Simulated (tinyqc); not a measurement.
From results back to parameters: electrons shared among three sets of ellipsoidal valleys. Two cases, with inputs chosen for the exercise.

Problem. With Boltzmann statistics n(Delta4)/n(Delta2) = R exp(-dE/kB T), where R = N_2/N_1 does not depend on T. Two ratios were computed from hidden R and dE.

Constants: kB = 8.617333262e-05 eV/K.

Case 1.

Values chosen (out of a larger set: masses and offsets near those of Si; mobilities are free inputs, held fixed; not measured data): Ta = 300 K; Tb = 500 K.

ratio at Ta = 0.364639
ratio at Tb = 0.720327

Case 2.

Values chosen (out of a larger set: masses and offsets near those of Si; mobilities are free inputs, held fixed; not measured data): Ta = 300 K; Tb = 600 K.

ratio at Ta = 0.0402073
ratio at Tb = 0.283575

Find: dE; R.

Solution. dE = kB ln(ratio_b/ratio_a)/(1/Ta - 1/Tb); then R = ratio_a exp(dE/kB Ta).

Case 1.

dE = 0.044 eV
R = 2.00

Case 2.

dE = 0.101 eV
R = 2.00

Computed by tinyqc, one run a case: `OMP_NUM_THREADS=1 python tinyqc.py N N+1 out.jsonl` with N = 1680566, 1680971; one thread of a shared Intel(R) Xeon(R) Processor @ 2.30GHz, about 0.01 s a run at most.
